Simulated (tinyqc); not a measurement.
Worked calculation: donor in an ellipsoidal valley (Kohn-Luttinger variational method). Computed by tinyqc, a small Python program that keeps every step. Command: `OMP_NUM_THREADS=1 python tinyqc.py 3015705 3015706 out.jsonl kohnlutt walk`. One thread of a shared host (Intel(R) Xeon(R) Processor @ 2.30GHz), about 0.04 s of CPU time with the checks. Intermediate numbers are printed to about 7 digits and carried at full precision; extremes and crossings named in words are read from the listed rows.

H = -(d^2/dx^2 + d^2/dy^2) - gamma d^2/dz^2 - 2/r in units built on m_t, with gamma = m_t/m_l and z along the valley axis. One valley; no valley-orbit or central-cell term.

Inputs (values chosen for the exercise, modelled on diamond):
```
quantity                      value  unit
transverse mass m_t           0.335   m_0
longitudinal mass m_l          1.49   m_0
dielectric constant eps         5.7     -
trial ratio b/a                0.75     -
observed depth chosen for 1s    365   meV
```

Constants: Ry = 13.605693123 eV; a_0 = 0.529177210903 angstrom; h x 1 THz = 4.135667696 meV.

## Effective units

Ry* = Ry m_t/eps^2, a* = a_0 eps/m_t, gamma = m_t/m_l.

Ry* = 140.2865 meV

a* = 9.003911 angstrom

gamma = 0.2248322

Caution: a* is only a few bond lengths, so central-cell and valley-orbit terms are large.

## Energy at a trial ratio

Trial function exp(-sqrt((x^2 + y^2)/a^2 + z^2/b^2)) with beta = b/a < 1: E = t/a^2 - u/a, t = (2 + gamma/beta^2)/3, u = 2 arcsin(sqrt(1 - beta^2))/sqrt(1 - beta^2); the best a is 2 t/u and E(beta) = -u^2/(4 t).

t = 0.7999006

u = 2.185343

best a = 0.7320595 a*

E(beta) = -1.492599 Ry*

## Minimum over the ratio

Golden-section search on beta from 0.05 to 0.999, 60 steps.

Search, first ten steps; c and d are the inner points:
```
step        low       high          c  E(c) (Ry*)          d  E(d) (Ry*)
1     0.0500000  0.9990000  0.4124857   -1.428475  0.6365143   -1.531491
2     0.4124857  0.9990000  0.6365143   -1.531491  0.7749715   -1.480535
3     0.4124857  0.7749715  0.5509430   -1.532012  0.6365143   -1.531491
4     0.4124857  0.6365143  0.4980570   -1.511834  0.5509430   -1.532012
5     0.4980570  0.6365143  0.5509430   -1.532012  0.5836283   -1.535857
6     0.5509430  0.6365143  0.5836283   -1.535857  0.6038289   -1.535571
7     0.5509430  0.6038289  0.5711436   -1.535059  0.5836283   -1.535857
8     0.5711436  0.6038289  0.5836283   -1.535857  0.5913443   -1.535969
9     0.5836283  0.6038289  0.5913443   -1.535969  0.5961130   -1.535899
10    0.5836283  0.5961130  0.5883970   -1.535959  0.5913443   -1.535969
```

best beta = 0.5905464

radius a of the 1s trial function = 6.821290 angstrom

radius b of the 1s trial function = 4.028288 angstrom

1s binding energy, trial function = 215.4758 meV

The envelope is flattened along the heavy axis; beta is close to gamma^(1/3) = 0.608.

## Levels from a Gaussian basis

Gaussian basis: g = P exp(-al (x^2 + y^2) - be z^2) with P = 1 (s-like), z (2p0) or x (2p+-); al = 0.004 x 2.6^k, k = 0..11, and be/al = 1, gamma^(-1/2) or 1/gamma (36 functions); 1/r = (2/sqrt(pi)) int exp(-t^2 r^2) dt by 48 Gauss-Legendre points after t = sqrt(al_i + al_j) tan(theta); overlap eigenvalues below 1e-10 are dropped.

1s binding energy, Gaussian basis = 215.7343 meV

2p0 binding energy = 77.93052 meV

2p+- binding energy = 44.59404 meV

The two-parameter trial function recovers 99.88 % of the 1s binding of the larger basis. 2p0, with its lobes along the heavy axis, is bound 1.75 times as strongly as 2p+-. Caution: the short radius is only a few bond lengths, so the envelope approximation is rough.

## Optical lines and the chemical shift

With an observed depth of 1s, the lines are 1s -> 2p0 = depth - E(2p0) and 1s -> 2p+- = depth - E(2p+-); the chemical shift is depth - E(1s, Gaussian basis); 1 meV = 1 THz/4.135667696.

line 1s -> 2p0 = 287.0695 meV

line 1s -> 2p+- = 320.4060 meV

chemical shift = 149.2657 meV

frequency of the line 1s -> 2p+- = 77.47382 THz

The spacing of the two lines, 33.336 meV, does not depend on the depth, so it is the same for every donor in this host.

## Which single mass stands for the valley

A hydrogenic level is Ry m/eps^2 for one mass m; errors are against the Gaussian basis.

1s binding energy:
```
rule                                      mass (m_0)  binding (meV)  error (%)
transverse mass                             0.335000       140.2865   -34.9726
conductivity mass 3/(2/m_t + 1/m_l)         0.451719       189.1646   -12.3160
density-of-states mass (m_t^2 m_l)^(1/3)    0.550924       230.7081     6.9409
longitudinal mass                           1.490000       623.9607   189.2265
trial function with a and b                        -       215.4758    -0.1198
mass that fits 1s                           0.515167       215.7343     0.0000
```

The conductivity mass, which is what a spherical trial function (a = b) gives, falls short by 12.3 %, as a restricted variational bound must; the density-of-states mass is off by +6.9 %. The mass that fits lies between the two.

## Levels against anisotropy

The trial energy is minimised over beta by golden section from 0.05 to 0.999, 60 steps.

Binding energies (Ry*):
```
gamma  1s, trial  1s, Gaussians        2p0       2p+-
0.056   2.049487       2.060015  0.9842144  0.3652629
0.110   1.803361       1.808528  0.7605435  0.3443120
0.220   1.544106       1.546019  0.5611992  0.3187455
0.340   1.381964       1.382771  0.4540071  0.3006438
0.370   1.350791       1.351450  0.4348600  0.2969550
0.610   1.170092       1.170202  0.3327689  0.2740976
0.860   1.050802       1.050788  0.2734054  0.2574815
```

As gamma falls from 0.86 to 0.056, 1s deepens from 1.051 to 2.060 Ry*, on the way from the hydrogen value 1 to the two-dimensional limit 4; 2p+- moves from 0.257 to 0.365 (limits 1/4 and 4/9), while 2p0 climbs from 0.273 to 0.984 and joins 1s as gamma tends to 0. Near gamma = 1 the trial function is almost exact and can pass the Gaussian basis, whose own error is about 3e-5 Ry*.

Checks made by the program: the Gaussian basis at gamma = 1 against 1, 1/4 and 1/4 Ry* (relative difference 3e-05); trial function against Gaussian basis (relative difference 1e-03).
